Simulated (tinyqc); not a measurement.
A and C from the efficiency peak.

Question. ABC model of an LED: J = q da (A n + Ba n^2 + Ca n^3), IQE = Ba n^2/(A n + Ba n^2 + Ca n^3), differential lifetime 1/(A + 2 Ba n + 3 Ca n^2). The peak lies at n = sqrt(A/Ca). Given Ba, find n at the peak, A and Ca.

Parameters, values chosen for the exercise:
```
symbol,value,unit,meaning
Ba,3.7e-11,cm^3/s,radiative coefficient of the active layer
da,4,nm,thickness of the active layer
```

Constants: q = 1.602176634e-19 C. Results are converted to the units shown.

peak IQE = 86.289778 %
J at the peak = 0.81421478 A/cm^2

Solution. IQE J = q da Ba n^2 gives n. At the peak A n = Ca n^3, each being half of the non-radiative rate Ba n^2 (1/IQE - 1).

n at the peak = 5.443e17 cm^-3
A = 1.600e6 1/s
Ca = 5.400e-30 cm^6/s

Computed by the program tinyqc: `OMP_NUM_THREADS=1 python tinyqc.py 2300054 2300055 out.jsonl`, one thread of a shared Intel Xeon 2.30GHz, about 0.01 s for the whole run.
